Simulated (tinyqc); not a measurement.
Worked calculation: WKB tunnelling through a gate dielectric with a two-band (Franz) dispersion. Values are carried at full precision from step to step, so a last printed digit may differ when a step is redone from the rounded ones.

Constants: hbar^2/2m0 = 3.80998211 eV angstrom^2.

Inputs chosen for the exercise (of the size used for SiO2 on silicon; the results hold for these values, not for the real material): phi = 3.17 eV (barrier above the electron energy at the emitter); t = 33 angstrom (thickness); V = 0.6 V (voltage across the layer); Eg = 8.69 eV (gap of the dielectric); m = 0.44 m0 (mass at the conduction edge).

## Shape of the barrier

Field V/t (1 V/angstrom = 100 MV/cm), the end of the forbidden region x_e = min(t, phi t/V), and u there.

field = 1.82 MV/cm
x_e = 33.00 angstrom
u(x_e) = 2.570 eV

V < phi: a trapezoid, direct tunnelling through the whole layer.

## Decay constant through the layer

At depth x the conduction edge lies u(x) = phi - V x/t above the electron. Parabolic: kappa = sqrt(m u/c). Franz: kappa = sqrt(m u (1 - u/Eg)/c), which vanishes at both band edges. c = hbar^2/2m0. T = exp(-2 integral of kappa dx) over the region u > 0; no image force, no prefactor, zero transverse momentum. The region ends at x_e = min(t, phi t/V); x_e < t is the Fowler-Nordheim regime.

Nine points x = j x_e/8.

kappa (1/angstrom):
```
x (angstrom)  u (eV)  parabolic   Franz
0.000         3.1700     0.6051  0.4822
4.125         3.0950     0.5979  0.4797
8.250         3.0200     0.5906  0.4770
12.375        2.9450     0.5832  0.4742
16.500        2.8700     0.5757  0.4711
20.625        2.7950     0.5681  0.4679
24.750        2.7200     0.5605  0.4645
28.875        2.6450     0.5527  0.4610
33.000        2.5700     0.5448  0.4572
```

At the emitter the Franz value is 20.3 % below the parabolic one, the factor sqrt(1 - phi/Eg).

## The integrals by Simpson's rule

Weights 1, 4, 2, 4, 2, 4, 2, 4, 1 times a third of the spacing.

integral of kappa dx: parabolic 18.990, Franz 15.532

## The integrals in closed form

Parabolic: (2/3) sqrt(m/c) (t/V) (phi^(3/2) - u_e^(3/2)). Franz: sqrt(m/c) Eg^(3/2) (t/V) (f(phi/Eg) - f(u_e/Eg)) with f(y) = ((2y - 1) sqrt(y (1 - y)) + arcsin(sqrt y))/4. u_e = max(phi - V, 0). T = exp(-2 I).

integral of kappa dx: parabolic 18.9899, Franz 15.5321

T: parabolic 3.20e-17, Franz 3.23e-14

The two-band dispersion raises T by a factor 1.01e+03.

## Checks

- Franz integral in closed form against adaptive quadrature: both 15.5321.

Run: tinyqc, `OMP_NUM_THREADS=1 python tinyqc.py 1482063 1482064 out.jsonl`; Intel(R) Xeon(R) Processor @ 2.30GHz, one thread, shared host; about 0.01 s of CPU time with all checks.
